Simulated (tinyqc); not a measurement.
Trapped share and trap depth from dynamic on-resistance.

Problem. Traps remove the share ft of the electrons in the drain access (length Ld, sheet resistance Rsh before stress), so Ron grows by Rsh Ld ft/(1 - ft). The recovery time goes as T^(-2) exp(q Ea/(kB T)). Find ft and Ea.

Values chosen for this exercise: drain access length Ld = 16 um.

Constants: q = 1.602176634e-19 C, kB = 1.380649e-23 J/K. Results are converted to the units shown.

Ron before and just after an off-state stress (ohm mm): [6.9952032, 9.2074898]
Rsh = 373.83548 ohm
recovery times at 340 and 390 K (s): [0.3, 0.018825201]

Answer. The rise of Ron over Rsh Ld is ft/(1 - ft); ln(t T^2) is linear in 1/T.

ft = 0.270
Ea = 0.570 eV

Program tinyqc, `OMP_NUM_THREADS=1 python tinyqc.py 2570159 2570160 out.jsonl`; Intel Xeon 2.30GHz, shared host, one thread, about 0.03 s.
